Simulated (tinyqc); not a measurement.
Inside a calculation. Method: coupled-perturbed Hartree-Fock on RHF in the 6-31g basis, for H4, spin multiplicity 1. One step of it, computed by the program tinyqc.

Problem. Iteration 7 (converged): orbitals. Diagonalise F' = X^T F X, C = X C', fill 2 alpha and 2 beta electrons from the bottom; D = 2 C_occ C_occ^T. Each column has its largest component positive (the first on a tie).

converged F (hartree), lower triangle:
```
           1H 1s      1H 2s      2H 1s      2H 2s      3H 1s      3H 2s      4H 1s      4H 2s
1H 1s   0.088263
1H 2s  -0.428194  -0.313266
2H 1s  -0.412400  -0.420395   0.077392
2H 2s  -0.414578  -0.365551  -0.440345  -0.347372
3H 1s  -0.004037  -0.037295  -0.073429  -0.160835   0.077392
3H 2s  -0.068177  -0.107432  -0.160835  -0.183652  -0.440345  -0.347372
4H 1s   0.009697   0.001329  -0.004037  -0.068177  -0.412400  -0.414578   0.088263
4H 2s   0.001329  -0.019073  -0.037295  -0.107432  -0.420395  -0.365551  -0.428194  -0.313266
```

X, lower triangle:
```
           1H 1s      1H 2s      2H 1s      2H 2s      3H 1s      3H 2s      4H 1s     4H 2s
1H 1s   1.256414
1H 2s  -0.495627   1.773719
2H 1s  -0.045651   0.079056   1.278183
2H 2s   0.020333  -0.897805  -0.594632   2.162803
3H 1s  -0.011894  -0.036701   0.006728   0.112799   1.278183
3H 2s   0.038765   0.314525   0.112799  -0.820781  -0.594632   2.162803
4H 1s  -0.001001  -0.015216  -0.011894   0.038765  -0.045651   0.020333   1.256414
4H 2s  -0.015216  -0.128154  -0.036701   0.314525   0.079056  -0.897805  -0.495627  1.773719
```

Give: F' = X^T F X; orbital energies; coefficients C; D after iteration 7.

Solution.

F' = X^T F X (hartree), lower triangle:
```
        1       2       3       4       5       6       7      8
1   0.608
2  -0.568   0.255
3  -0.270  -0.102   0.623
4  -0.149  -0.232  -0.633   0.377
5  -0.008   0.003   0.011  -0.009   0.623
6   0.055   0.005  -0.009  -0.207  -0.633   0.377
7  -0.001  -0.012  -0.008   0.055  -0.270  -0.149   0.608
8  -0.012   0.012   0.003   0.005  -0.102  -0.232  -0.568  0.255
```

orbital energies (hartree): MO1 -0.568, MO2 -0.493, MO3 0.114, MO4 0.288, MO5 0.895, MO6 0.995, MO7 1.236, MO8 1.257

coefficients C:
```
         MO1     MO2     MO3     MO4     MO5     MO6     MO7     MO8
1H 1s  0.185   0.218   0.155  -0.056   0.651   0.865  -0.663   0.328
1H 2s  0.201   0.250   0.786  -1.105  -0.588  -0.623   0.807  -0.996
2H 1s  0.210   0.194  -0.112   0.205   0.576   0.254   0.746  -0.960
2H 2s  0.230   0.275  -0.652   1.306  -0.331  -0.389  -0.775   1.872
3H 1s  0.210  -0.194  -0.112  -0.205   0.576  -0.254   0.746   0.960
3H 2s  0.230  -0.275  -0.652  -1.306  -0.331   0.389  -0.775  -1.872
4H 1s  0.185  -0.218   0.155   0.056   0.651  -0.865  -0.663  -0.328
4H 2s  0.201  -0.250   0.786   1.105  -0.588   0.623   0.807   0.996
```

D after iteration 7, lower triangle:
```
        1H 1s   1H 2s   2H 1s   2H 2s  3H 1s  3H 2s  4H 1s  4H 2s
1H 1s   0.164
1H 2s   0.184   0.205
2H 1s   0.163   0.181   0.163
2H 2s   0.205   0.230   0.203   0.257
3H 1s  -0.007  -0.012   0.013  -0.010  0.163
3H 2s  -0.035  -0.045  -0.010  -0.045  0.203  0.257
4H 1s  -0.027  -0.034  -0.007  -0.035  0.163  0.205  0.164
4H 2s  -0.034  -0.044  -0.012  -0.045  0.181  0.230  0.184  0.205
```
